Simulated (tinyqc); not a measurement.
Two-sublattice mean-field magnet: ferrimagnet, compensation points and susceptibility: one step, computed by the program tinyqc.

A random alloy A(1-x)B(x) with H = -sum over pairs J S_i.S_j. a = <S_A> and b = <S_B> are taken along z, a > 0. Exchange fields: h_A = (1 - x) zJ_AA a + x zJ_AB b, h_B = (1 - x) zJ_AB a + x zJ_BB b; a = S_A B_(S_A)(S_A h_A/(k_B T)) and likewise for b, with the Brillouin function B_S(y) = [(2S + 1)/(2S)] coth[(2S + 1) y/(2S)] - [1/(2S)] coth[y/(2S)].

Question. First step. Start from a = S_A, b = -S_B and apply the equations once.

Inputs (values chosen for the exercise, for a model ferrimagnet):
```
quantity               value  unit
spin S_A                 1.5     -
spin S_B                 3.5     -
fraction x of B sites   0.42     -
z J_AA                    46   meV
z J_BB                   5.1   meV
z J_AB                   -14   meV
```

T = 140.2577 K

Constants: k_B = 8.617333262e-05 eV/K.

Give: h_A; h_B; new a; new b.

Answer.

h_A = 60.6 meV

h_B = -19.677 meV

new a = 1.493

new b = -3.256
